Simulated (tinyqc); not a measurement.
Precursor delivery by bubblers, mass-transport growth and the solid composition of a III-V alloy: one step, computed by the program tinyqc.

1 sccm = 44.615 micromol/min; 1 torr = 133.322 Pa. The sources decompose fully at the surface.

Task: Bubblers. log10 p_v = a - b/T_bath; molar flow = F x 44.615 x p_v/(p_b - p_v) for a saturated bubbler.

Inputs (values chosen for the exercise, modelled on trimethylgallium (source 1) and trimethylindium (source 2) for the vapour pressures):

| quantity | value | unit |
|---|---|---|
| bath temperature T1 | 267 | K |
| bath temperature T2 | 304 | K |
| bubbler pressure p_b | 1400 | torr |
| carrier flow F1 | 20 | sccm |
| carrier flow F2 | 200 | sccm |

constants a, b of source 1 (log10 torr, K): 8.082  1703

constants a, b of source 2 (log10 torr, K): 10.48  3014

Give: vapour pressure 1; molar flow 1; vapour pressure 2; molar flow 2.

Result:

vapour pressure 1 = 50.55 torr

molar flow 1 = 33.43 micromol/min

vapour pressure 2 = 3.677 torr

molar flow 2 = 23.50 micromol/min

One kelvin of bath error changes flow 1 by 5.7 % and flow 2 by 7.5 %.
